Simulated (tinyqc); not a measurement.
Worked calculation: CIS and TDHF on RHF in the 6-31g basis, for He, spin multiplicity 1. One step of it, computed by the program tinyqc.

Question. CIS matrix, triplets. A(ia,jb) = (e_a - e_i) d_ij d_ab - (ij|ab).

orbital energies (hartree): MO1 -0.914127, MO2 1.399859

Two-electron integrals over orbitals (pq|rs), unique and non-zero (hartree):
```
(11|11) 1.026907    (21|11) -0.316490   (21|21) 0.227670    (22|11) 0.858133
(22|21) -0.255554   (22|22) 0.766363
```

Give: CIS matrix A, triplet.

Answer.

CIS matrix A, triplet (hartree):
```
        1>2
1>2  1.4559
```
